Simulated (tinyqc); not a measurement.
Effective mass of the light-hole band from tabulated energies, step by step. Values are carried at full precision from step to step, so a last printed digit may differ when a step is redone from the rounded ones.

c = hbar^2/2m0.
Constants: hbar^2/2m0 = 3.80998211 eV angstrom^2; kB = 8.617333262e-05 eV/K.

Parameters, chosen for this exercise (out of a larger set: band of an eight-band Kane model near InSb; not measured data): T = 77 K (temperature).

## Finite differences

Energies along [100], from the band edge downward:

| k (1/angstrom) | E (meV) |
|---|---|
| 0.00000 | 0.0000 |
| 0.00096 | 0.2310 |
| 0.00192 | 0.9208 |
| 0.00288 | 2.0601 |
| 0.00384 | 3.6341 |
| 0.00480 | 5.6231 |
| 0.00576 | 8.0040 |
| 0.00672 | 10.7508 |
| 0.00768 | 13.8363 |

reference mass (curvature of the model at k = 0.0001 1/angstrom) = 0.01518 m0

The band is even in k. m = c k^2/E(k) from the points 1, 2, 4 (k = 0 is point 0); Richardson from points 1 and 2: c/m = [16 E(k1) - E(k2)]/(12 k1^2).

m from points 1, 2, 4 (m0): 0.01520  0.01525  0.01546

m by Richardson = 0.01518 m0

Errors against the reference: +0.11, +0.46 and +1.81 % and -0.01 %. The extrapolation removes the k^4 term.

## Least squares over all points

Fit E = a k^2 (a = sum k^2 E/sum k^4), then E = a k^2 + b k^4 from the normal equations; E in eV; m = c/a.

sums of k^4, k^6, k^8: 7.4505e-09  3.4986e-13  1.7807e-17

sums of k^2 E, k^4 E: 1.7710e-06  8.2799e-11

a, one term = 237.70 eV angstrom^2

a and b, two terms: 250.1  -2.638e+05

m, one and two terms (m0): 0.01603  0.01523

The parabola over all points errs by +5.6 % because the weights k^4 favour the outer points; the second term brings the error to +0.3 %.

## The non-parabolic form

E (1 + alpha E) = c k^2/m means that y = c k^2/E is a straight line in E with intercept m and slope m alpha. Fit the line by unweighted least squares over points 1 to 8, E in eV.

y (m0): 0.01520  0.01525  0.01534  0.01546  0.01561  0.01579  0.01600  0.01624

m = 0.01518 m0
alpha = 5.037 1/eV

The intercept errs by -0.01 %. For this band the scale of alpha is set by Dso = 0.811 eV as well as by the gap.

## Which mass for which use

From the fitted m and alpha: momentum mass at energy E, m (1 + 2 alpha E); curvature mass m (1 + 2 alpha E)^3; thermal factors to first order in alpha kT: density of states Nc (1 + 15 alpha kT/4), conductivity mass m (1 + 5 alpha kT). Take E = 3 kT/2.

alpha kT = 0.0334
momentum mass = 0.01670 m0
curvature mass = 0.02022 m0
factor on Nc = 1.1253
thermal conductivity mass = 0.01772 m0

alpha kT is small, so first order serves. For a warped valence band one direction does not stand for the whole band.

## Checks

- Two-term fit by normal equations against a least-squares routine: both 250.089.

(tinyqc, `OMP_NUM_THREADS=1 python tinyqc.py 1850173 1850174 out.jsonl`, Intel(R) Xeon(R) Processor @ 2.30GHz, 1 thread, shared host, about 0.01 s.)
